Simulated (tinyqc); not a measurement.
# Nanowire ballistic transistor, top-of-the-barrier model: effects of single changes

At the top of the source barrier, states moving towards the drain are filled by the source (Fermi level 0) and states moving back by the drain (Fermi level -q Vd); nothing scatters. U is the shift of the band edge there, set by the capacitances CG, CD and CS (the total) and by the charge. Parabolic one-dimensional subband; the source is grounded.

Values chosen for this exercise; mass and valleys close to those of silicon (two valleys):
```
symbol  value  unit                                                                 meaning
T         150     K                                                             temperature
m       0.199    m0                                                          effective mass
gv          2                                                             valley degeneracy
eox        22                                   relative permittivity of the gate insulator
tox       2.9    nm                                                     insulator thickness
d           2    nm                                                           wire diameter
aG       0.92                                                            gate control CG/CS
aD      0.064                                                           drain control CD/CS
E0       0.18    eV  band edge at the barrier top above the source Fermi level at zero bias
```

Constants: q = 1.602176634e-19 C, kB = 1.380649e-23 J/K, hbar = 1.054571817e-34 J s, h = 6.62607015e-34 J s, m0 = 9.1093837015e-31 kg, Vt = kB T/q, eps0 = 8.8541878128e-14 F/cm where lengths are in cm. Results are converted to the units shown.

Each table varies one quantity; the others keep the values above.

## Effect of the effective mass

N0 = gv sqrt(2 m kB T/pi)/hbar, CG = 2 pi eps0 eox/ln(1 + 2 tox/d), CS = CG/aG, n0 = n at U = 0 and Vd = 0. eta1 = -(E0 + U)/Vt, eta2 = eta1 - Vd/Vt, n = (N0/2)[F_(-1/2)(eta1) + F_(-1/2)(eta2)], F_(-1/2)(x) = (1/sqrt(pi)) int_0^infinity u^(-1/2)/(1 + exp(u - x)) du. U = UL + q (n - n0)/CS with UL = -(aG Vg + aD Vd), energies in eV. I = gv (2 q^2/h) Vt [ln(1 + exp eta1) - ln(1 + exp eta2)]. CQ = (q/Vt) dn/d(eta1). E0 is held fixed.

In this table Vg = 0.5 V, Vd = 0.5 V.

Effect of the effective mass:

| m (m0) | eta1 | n (cm^-1) | I (uA) | mean velocity I/(q n) (cm/s) | CQ/CS |
|---|---|---|---|---|---|
| 0.02 | 21.09 | 2.406e6 | 42.24 | 1.096e8 | 0.07261 |
| 0.032 | 20.35 | 2.989e6 | 40.76 | 8.510e7 | 0.09352 |
| 0.05 | 19.50 | 3.657e6 | 39.06 | 6.665e7 | 0.1194 |
| 0.08 | 18.43 | 4.498e6 | 36.92 | 5.124e7 | 0.1555 |
| 0.13 | 17.13 | 5.526e6 | 34.31 | 3.876e7 | 0.2057 |
| 0.2 | 15.79 | 6.579e6 | 31.64 | 3.001e7 | 0.2659 |
| 0.32 | 14.15 | 7.875e6 | 28.35 | 2.247e7 | 0.3558 |
| 0.5 | 12.44 | 9.223e6 | 24.92 | 1.686e7 | 0.4754 |
| 0.8 | 10.54 | 1.072e7 | 21.11 | 1.228e7 | 0.6559 |

Read the table: what changes, and by how much?

As m goes from 0.02 to 0.8 m0, n rises from 2.41e6 to 1.07e7 cm^-1, the mean velocity falls from 1.10e8 to 1.23e7 cm/s and the current falls from 42.2 to 21.1 uA. CQ/CS goes from 0.073 to 0.66. The loss of velocity outweighs the gain of charge over the whole range.

## Effect of the band edge at the barrier top above the source Fermi level at zero bias

Same model as above.

CQ = (q/Vt) dn/d(eta1).

In this table Vg = 0.5 V, Vd = 0.5 V.

Result of one run:

| E0 (eV) | eta1 | n (cm^-1) | I (uA) | mean velocity I/(q n) (cm/s) | CQ/CS |
|---|---|---|---|---|---|
| 0.3 | 8.7023 | 4.8512e6 | 17.431 | 2.2427e7 | 0.36246 |

What becomes of these results when the band edge at the barrier top above the source Fermi level at zero bias E0 is changed from 0.3 to 0.1 eV, all else the same?

Result of the changed run:

| E0 (eV) | eta1 | n (cm^-1) | I (uA) | mean velocity I/(q n) (cm/s) | CQ/CS |
|---|---|---|---|---|---|
| 0.1 | 20.776 | 7.5326e6 | 41.616 | 3.4483e7 | 0.23076 |

The whole series:

| E0 (eV) | eta1 | n (cm^-1) | I (uA) | mean velocity I/(q n) (cm/s) | CQ/CS |
|---|---|---|---|---|---|
| 0.1 | 20.776 | 7.5326e6 | 41.616 | 3.4483e7 | 0.23076 |
| 0.15 | 17.656 | 6.9414e6 | 35.366 | 3.1800e7 | 0.25061 |
| 0.2 | 14.593 | 6.3066e6 | 29.231 | 2.8929e7 | 0.27622 |
| 0.25 | 11.600 | 5.6161e6 | 23.236 | 2.5824e7 | 0.31102 |
| 0.3 | 8.7023 | 4.8512e6 | 17.431 | 2.2427e7 | 0.36246 |
| 0.35 | 5.9421 | 3.9774e6 | 11.908 | 1.8686e7 | 0.45044 |
| 0.4 | 3.4081 | 2.9253e6 | 6.8917 | 1.4705e7 | 0.62585 |
| 0.45 | 1.1859 | 1.6272e6 | 2.9093 | 1.1159e7 | 0.82911 |

As E0 goes from 0.1 to 0.45 eV, n falls from 7.53e6 to 1.63e6 cm^-1, the mean velocity falls from 3.45e7 to 1.12e7 cm/s and the current falls from 41.6 to 2.91 uA. CQ/CS goes from 0.23 to 0.83.

## Effect of the insulator thickness

Same model as above.

CQ = (q/Vt) dn/d(eta1). E0 is held fixed.

In this table Vg = 0.5 V, Vd = 0.5 V.

Effect of the insulator thickness:

| tox (nm) | eta1 | n (cm^-1) | I (uA) | mean velocity I/(q n) (cm/s) | CQ/CS |
|---|---|---|---|---|---|
| 0.5 | 21.26 | 7.620e6 | 42.58 | 3.488e7 | 0.06796 |
| 0.74 | 20.30 | 7.445e6 | 40.65 | 3.408e7 | 0.09503 |
| 1.1 | 19.14 | 7.229e6 | 38.34 | 3.310e7 | 0.1311 |
| 1.6 | 17.91 | 6.992e6 | 35.88 | 3.203e7 | 0.1747 |
| 2.4 | 16.49 | 6.707e6 | 33.03 | 3.074e7 | 0.2333 |
| 3.6 | 15.03 | 6.402e6 | 30.12 | 2.936e7 | 0.3050 |
| 5.4 | 13.61 | 6.088e6 | 27.26 | 2.794e7 | 0.3905 |
| 8 | 12.30 | 5.784e6 | 24.63 | 2.658e7 | 0.4871 |

As tox goes from 0.5 to 8 nm, n falls from 7.62e6 to 5.78e6 cm^-1, the mean velocity falls from 3.49e7 to 2.66e7 cm/s and the current falls from 42.6 to 24.6 uA. CQ/CS goes from 0.068 to 0.49. Over the range the current goes as tox^(-0.20) on average. For tox = 0.5 to 0.74 nm the insulator is under 1 nm thick, where gate tunnelling would matter.

Computed by the program tinyqc: `OMP_NUM_THREADS=1 python tinyqc.py 2400039 2400040 out.jsonl`, one thread of a shared Intel Xeon 2.30GHz, about 0.06 s for the whole run.
